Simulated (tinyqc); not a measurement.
Trap density from one capacitance.

Question. Traps spread evenly through the insulator exchange electrons with the semiconductor by tunnelling, with tau(x) = t0 exp(2 ka x) at depth x from the interface. The admittance per area Y seen at depth x obeys dY/dx = -Y^2/(i w eps0 eox) + q Nb ln(1 + i w tau)/tau, with Y(0) = i w Cs and w = 2 pi f; the gate sees Y(tox) = G + i w C. Working variable y = Y/(i w), in uF/cm^2. Cox = eps0 eox/tox. Find Nb and G/w.

Inputs (values chosen for the exercise): relative permittivity of the insulator eox = 8.38; insulator thickness tox = 11 nm; semiconductor capacitance in accumulation Cs = 0.71 uF/cm^2; decay constant of the wave function in the insulator ka = 6.3 1/nm; time constant of a trap at the interface t0 = 4e-10 s; frequency f = 10000 Hz.

Constants: q = 1.602176634e-19 C, eps0 = 8.8541878128e-14 F/cm where lengths are in cm. Results are converted to the units shown.

C = 0.36164537 uF/cm^2

Solution. C rises steadily with Nb, so one density matches; in practice ka and t0 must come from the frequency dependence.

Nb = 4.30e18 cm^-3 eV^-1
G/w = 0.00222 uF/cm^2

Computed by the program tinyqc: `OMP_NUM_THREADS=1 python tinyqc.py 2202172 2202173 out.jsonl`, one thread of a shared Intel Xeon 2.30GHz, about 0.7 s for the whole run.
